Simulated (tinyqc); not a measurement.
Minority carriers and saturation current of a heavily doped emitter: one step of the calculation.

n-type, parabolic bands, full ionisation. eta = (EF - Ec)/kB T solves N = Nc F12(eta), F12(x) = (2/sqrt(pi)) int_0^infinity sqrt(u)/(1 + exp(u - x)) du. The gap shrinks rigidly by dEg = a3 y^(1/3) + a4 y^(1/4) + a2 y^(1/2), y = N/1e18 cm^-3, an empirical law that is here taken as the true narrowing.

Question. Fermi level. Newton step on ln F12(eta) = ln(N/Nc): eta(new) = eta - ln(Nc F12/N) F12/Fm, Fm(x) = dF12/dx = (1/sqrt(pi)) int_0^infinity u^(-1/2)/(1 + exp(u - x)) du.

Inputs (values chosen for the exercise): conduction-band density of states at 400 K Nc = 4.36e19 cm^-3; ionised donor density N = 9.2e18 cm^-3.

eta at the start (Boltzmann value) = -1.5559

Give: F12; Fm; eta after iteration 1.

Answer.

F12 = 0.19685
Fm = 0.18411
eta after iteration 1 = -1.4816

Range of the model: Band tails, non-parabolic bands and incomplete ionisation are left out.

tinyqc, about 0.01 s, one thread, Intel Xeon 2.30GHz (shared host): `OMP_NUM_THREADS=1 python tinyqc.py 2330082 2330083 out.jsonl`
